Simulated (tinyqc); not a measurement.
## MESFET, gradual channel with velocity saturation: effect of the gate voltage on saturation

A uniformly doped n-type channel, depleted from the top by a Schottky gate; at channel potential V the depleted share of a is u = sqrt((Vbi - Vg + V)/Vp), s at the source. Electrons drift with v = mu E/(1 + mu E/vsat). Abrupt depletion edge, no series resistance, source at 0.

Vbi = phiB - Vt ln(Nc/Nd); Vp = q Nd a^2/(2 eps0 eps_r); G0 = q mu Nd a W/L; Z = mu Vp/(vsat L); s = sqrt((Vbi - Vg)/Vp). I = (G0 Vp/3) F/(1 + Z (u^2 - s^2)), F = 3 (u^2 - s^2) - 2 (u^3 - s^3), with u at V = Vd; Z = 0 gives constant mobility, for which u stops at 1. The current peaks at u = um, the root of (1 - u)(1 + Z (u^2 - s^2)) = Z F/3; beyond Vdsat = Vp (um^2 - s^2) it is held at that value. gm = G0 (um - s)/(1 + Z (um^2 - s^2)).

Inputs (values chosen for the exercise); material values close to those of silicon:
```
symbol    value        unit                                     meaning
T           250           K                                 temperature
eps_r      11.6              relative permittivity of the semiconductor
Nc      2.15e19       cm^-3      conduction-band density of states at T
Nd       8.5e16       cm^-3                donor density of the channel
a           260          nm                           channel thickness
mu          770  cm^2/(V s)           low-field mobility at this doping
vsat      1.3e7        cm/s                         saturation velocity
L             5          um                                 gate length
W           300          um                                  gate width
phiB       0.72           V                            Schottky barrier
```

Constants: q = 1.602176634e-19 C, kB = 1.380649e-23 J/K, Vt = kB T/q, eps0 = 8.8541878128e-14 F/cm where lengths are in cm. Results are converted to the units shown.

The same in every row: Z = 0.5309.

Result of one run:

| um | Vdsat (V) | Isat (mA) | Isat for Z = 0 (mA) | gm (mS) |
|---|---|---|---|---|
| 0.9932 | 0.9902 | 0.9377 | 1.051 | 1.732 |

Which gate voltage Vg gave this result: -2.83, -1.13, -0.57 or 0 V?

Vg = -2.83 V.

The whole series:

| Vg (V) | um | Vdsat (V) | Isat (mA) | Isat for Z = 0 (mA) | gm (mS) |
|---|---|---|---|---|---|
| -3.4 | 0.9985 | 0.4677 | 0.2035 | 0.2149 | 0.8323 |
| -2.83 | 0.9932 | 0.9902 | 0.9377 | 1.051 | 1.732 |
| -2.27 | 0.9845 | 1.473 | 2.142 | 2.533 | 2.565 |
| -1.7 | 0.9722 | 1.935 | 3.842 | 4.779 | 3.402 |
| -1.13 | 0.9563 | 2.368 | 6.028 | 7.855 | 4.278 |
| -0.57 | 0.9371 | 2.765 | 8.688 | 11.81 | 5.249 |
| 0 | 0.9129 | 3.135 | 12.02 | 17.01 | 6.523 |

As Vg goes from -3.4 to 0 V, Vdsat rises from 0.468 to 3.13 V, Isat rises from 0.204 to 12.0 mA and gm rises from 0.832 to 6.52 mS. Isat is 0.947 of the constant-mobility value in the first row and 0.707 in the last. At Vg = -3.4 V the open channel at the source, (1 - s) a, is under two Debye lengths, so the abrupt edge is rough.

tinyqc, about 0.05 s, one thread, Intel Xeon 2.30GHz (shared host): `OMP_NUM_THREADS=1 python tinyqc.py 2500036 2500037 out.jsonl`
